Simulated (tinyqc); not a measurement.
# Ellipsometry and reflectance of a transparent film on an absorbing substrate: two studies

Air (index 1), film, substrate with N2 = n2 - i k2; time factor exp(+i w t). q_j = sqrt(N_j^2 - sin^2 th), root with positive real part. Fresnel coefficients r_s = (q_a - q_b)/(q_a + q_b), r_p = (N_b^2 q_a - N_a^2 q_b)/(N_b^2 q_a + N_a^2 q_b). tan(Psi) exp(i Delta) = R_p/R_s, Delta taken from 0 to 360 degrees.

Inputs (values chosen for the exercise); indices close to those of titanium dioxide on silicon: wavelength lam = 632.8 nm; angle of incidence th = 65 degrees; index of the transparent film n1 = 2.406; film thickness d = 1.2 nm; index of the substrate n2 = 3.882; extinction coefficient of the substrate k2 = 0.019.

Each table varies one quantity; the others keep the values above.

## Psi and Delta against the film thickness

beta = 2 pi d q1/lam, X = exp(-2 i beta), R = (r01 + r12 X)/(1 + r01 r12 X) for p and s. The last column is the derivative of Delta.

Psi and Delta against the film thickness:

| d (nm) | Psi (degrees) | Delta (degrees) | \|R_p\|^2 | \|R_s\|^2 | dDelta/dd (degrees/nm) |
|---|---|---|---|---|---|
| 0 | 17.76 | 179.6 | 0.06541 | 0.6378 | -1.737 |
| 2 | 17.75 | 176.1 | 0.06532 | 0.6374 | -1.738 |
| 4 | 17.74 | 172.6 | 0.06509 | 0.6362 | -1.741 |
| 6 | 17.72 | 169.1 | 0.06473 | 0.6343 | -1.747 |
| 8 | 17.68 | 165.6 | 0.06422 | 0.6317 | -1.755 |
| 10 | 17.65 | 162.1 | 0.06359 | 0.6283 | -1.765 |
| 12 | 17.60 | 158.6 | 0.06282 | 0.6242 | -1.777 |
| 14 | 17.55 | 155.0 | 0.06193 | 0.6193 | -1.792 |
| 16 | 17.49 | 151.4 | 0.06092 | 0.6136 | -1.810 |

Read the table: what changes, and by how much?

Delta falls from 179.58 to 151.41 degrees while Psi moves from 17.76 to 17.49: Delta changes 105 times as much as Psi. With the slope of the first row an error of 0.01 degree in Delta means 0.0058 nm.

## Effect of the angle of incidence

Same model as above.

dDelta/dd is the derivative of Delta; period lam/(2 q1).

Results:

| th (degrees) | Psi (degrees) | Delta (degrees) | \|R_p\|^2 | \|R_s\|^2 | dDelta/dd (degrees/nm) | period (nm) |
|---|---|---|---|---|---|---|
| 50 | 31.51 | 179.1 | 0.1898 | 0.5053 | -0.6260 | 138.7 |
| 55 | 27.86 | 178.8 | 0.1519 | 0.5435 | -0.8404 | 139.9 |
| 60 | 23.37 | 178.3 | 0.1097 | 0.5875 | -1.163 | 141.0 |
| 65 | 17.75 | 177.5 | 0.06537 | 0.6376 | -1.737 | 142.0 |
| 70 | 10.58 | 175.4 | 0.02425 | 0.6946 | -3.207 | 142.9 |
| 80 | 11.14 | 4.382 | 0.03224 | 0.8309 | 3.010 | 144.1 |
| 85 | 26.79 | 1.325 | 0.2323 | 0.9112 | 0.9159 | 144.5 |

Estimate the missing row, th = 75 degrees.

Computed row:

| th (degrees) | Psi (degrees) | Delta (degrees) | \|R_p\|^2 | \|R_s\|^2 | dDelta/dd (degrees/nm) | period (nm) |
|---|---|---|---|---|---|---|
| 75 | 1.481 | 142.8 | 5.076e-4 | 0.7589 | -19.98 | 143.6 |

With this row back in the table: Psi goes from 31.5 through a minimum of 1.48 (at th = 75 among the rows listed) to 26.8 degrees and |R_p|^2 goes from 0.190 through a minimum of 5.08e-4 (at th = 75 among the rows listed) to 0.232. The slope of Delta is largest in size, 20.0 degrees/nm, at th = 75 among the rows. The bare substrate has its smallest |R_p| near arctan(n2) = 75.6 degrees.

tinyqc, about 0.01 s, one thread, Intel Xeon 2.30GHz (shared host): `OMP_NUM_THREADS=1 python tinyqc.py 2870179 2870180 out.jsonl`
